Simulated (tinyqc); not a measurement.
What moves the results: interface roughness in a thin film (subband fluctuation and scattering). A value that a table varies takes the place of the one given here.

Square well of width t, barriers V0, c = hbar^2/2m0: E1 solves k t + 2 atan[(k/mz)/(kappa/mb)] = pi, k = sqrt(mz E/c), kappa = sqrt(mb (V0 - E)/c). One interface is rough, so the subband edge fluctuates by G dt with G = |dE1/dt| (central difference of 0.01 angstrom; 2 E1/t for hard walls).

Gaussian roughness spectrum S(q) = pi D^2 Lc^2 exp(-q^2 Lc^2/4). Degenerate gas, taken to fill one subband (the second starts to fill once c kF^2/md exceeds E2 - E1, which is not tested here): kF = sqrt(2 pi Ns/gv), q = 2 kF sin(theta/2), 1/tau = (md/(2 pi c hbar)) G^2 times the integral from 0 to pi of S(q)(1 - cos theta)/eps(q)^2 dtheta, eps(q) = 1 + qs/q with screening (qs = gv md q0/(c eps), q0 = e^2/(4 pi eps0), form factors left out, which overstates the screening; other scattering is left out too, so these values lie far above measured mobilities in all but the thinnest films) or 1 without; mobility = tau c2/md with c2 = e/m0 = 1.75882e15 cm^2/(V s^2); 1e12/cm^2 = 1e-4/angstrom^2.

Constants: hbar^2/2m0 = 3.80998211 eV angstrom^2; hbar = 6.58211957e-16 eV s; e^2/(4 pi eps0) = 14.39964547 eV angstrom.

Values chosen for the exercise (near those of a thin Ge channel on (111), one valley; shifted at random, so the results belong to these values and not to a real crystal):
- mz = 1.614 m0 (confinement mass)
- V0 = 2.22 eV (barrier)
- mb = 0.29 m0 (barrier mass)
- md = 0.081 m0 (mass in the plane)
- gv = 1 (valleys)
- D = 1.3 angstrom (rms height of the roughness)
- Lc = 58 angstrom (correlation length)
- Ns = 2.9 x 1e12/cm^2 (sheet density)
- eps = 11.9 (mean dielectric constant at the channel)
- ts = (18, 22, 27, 32, 40, 51, 67) angstrom (thicknesses)
- t = 32 angstrom (film thickness)
- Ll = (5, 10, 16, 25, 40, 65, 100) angstrom (correlation lengths)

## The sixth-power law

Screened mobility against thickness for the finite barrier and for hard walls.

Results:
```
t (angstrom)  E1 (meV)  G (meV/angstrom)  mobility (cm^2/(V s))  the same, hard walls
18                65.3             6.909               9.78e+04              7.32e+04
22                44.5             3.887               3.09e+05              2.44e+05
27                30.0             2.149               1.01e+06              8.33e+05
32                21.6             1.311               2.72e+06              2.31e+06
40                13.9             0.682               1.00e+07              8.81e+06
51                 8.7             0.334               4.19e+07              3.79e+07
67                 5.1             0.149               2.10e+08              1.95e+08
```

What can be read from the table?

With hard walls G goes as 1/t^3 and the mobility as t^6. With the finite barrier the local exponent is 5.73 at the thin end and 5.91 at the thick end, since the envelope leaks out and softens the dependence. The least value is 9.78e+04 cm^2/(V s). EF - E1 = 86 meV exceeds about 3 E1, the distance to the next subband of the ladder, from 32 angstrom on, where the one-subband formula no longer holds. The gate field, which also presses carriers to the interface, is left out. Below about 20 angstrom the effective-mass picture is itself doubtful.

## Correlation length

Fixed D; bare and screened mobility.

Results:
```
Lc (angstrom)  kF Lc  bare mobility (cm^2/(V s))  screened mobility (cm^2/(V s))
5               0.21                    6.10e+06                        1.14e+07
10              0.43                    1.69e+06                        3.17e+06
16              0.68                    8.11e+05                        1.54e+06
25              1.07                    5.30e+05                        1.04e+06
40              1.71                    5.94e+05                        1.29e+06
65              2.77                    1.16e+06                        3.54e+06
100             4.27                    1.94e+06                        9.05e+06
```

What can be read from the table?

The bare mobility is lowest at Lc = 25 angstrom of those listed (kF Lc = 1.07). The screened mobility is lowest at Lc = 25 angstrom of those listed (kF Lc = 1.07). Short roughness averages out (mobility as 1/Lc^2; the first two rows give exponent -1.85), and long roughness deflects only by small angles (bare mobility rising as Lc; the last two rows give 1.20).

## What each parameter does

G, G D, and the screened mobility. Each row changes one parameter from the base and keeps the others.

Results:
```
case                   G (meV/angstrom)  G D (meV)  mobility (cm^2/(V s))
base                              1.311       1.70              2.718e+06
t = 28 angstrom                   1.934       2.51              1.249e+06
D = 1.69 angstrom                 1.311       2.22              1.608e+06
Lc = 66 angstrom                  1.311       1.70              3.664e+06
Ns = 4.64 x 1e12/cm^2             1.311       1.70              6.148e+06
mz = 1.856 m0                     1.152       1.50              3.519e+06
md = 0.093 m0                     1.311       1.70              2.293e+06
V0 = 1.55 eV                      1.290       1.68              2.807e+06
eps = 14.3                        1.311       1.70              2.389e+06
```

What does this show?

The largest shifts from the base row, up to three for each result and ties (the steps differ in size, so this ranks the rows, not the parameters). G (meV/angstrom): t +0.623, mz -0.159, V0 -0.021; unchanged at the printed digits by D, Lc, Ns, md and eps. G D (meV): t +0.81, D +0.51, mz -0.21; unchanged at the printed digits by Lc, Ns, md and eps. mobility (cm^2/(V s)): Ns +3.43e+06, t -1.47e+06, D -1.11e+06. In the base case G D is 0.02 times EF - E1 = 85.7 meV.

(tinyqc, `OMP_NUM_THREADS=1 python tinyqc.py 1250552 1250553 out.jsonl`, Intel(R) Xeon(R) Processor @ 2.30GHz, 1 thread, shared host, about 0.02 s.)
